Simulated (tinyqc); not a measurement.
Defect equilibria of an oxide against oxygen pressure (mass action): one step, computed by the program tinyqc.

Defects: oxygen vacancies V (charge +2), electrons n, holes p, the ionic partner X = V_M'''' (charge -4), and the dopant. Activities are taken equal to concentrations.

Problem. Solution at the given pressure. Neutrality: 2 [V] + p = n + 4 [X] + N_d. With n as the unknown, [V] = K_r/(n^2 P^(1/2)), p = K_i/n, [X] = K_s/[V]^2; the log ratio is ln(positive/negative). The root is found by 60 bisections in ln n between n = 1e-10 and 1e25 cm^-3.

Inputs (values chosen for the exercise, for a model oxide): dopant density N_d = 9.7e+19 cm^-3; temperature T = 900 K; oxygen pressure P = 6e-20 atm.

Ionic disorder: Schottky, oxide MO2. Dopant (singly charged, fully ionised): acceptor.

K_r = 8.022805e+40 cm^-9 atm^(1/2)

K_i = 2.233552e+26 cm^-6

K_s = 7.731183e+41 cm^-9

Give: n; [V]; p; [X].

Solution.

n = 2.599e+15 cm^-3

[V] = 4.850e+19 cm^-3

p = 8.595e+10 cm^-3

[X] = 328.7 cm^-3

The largest terms give the Brouwer balance 2 [V] = N_d; the smaller of the two terms is 100 % of the total charge of one sign.
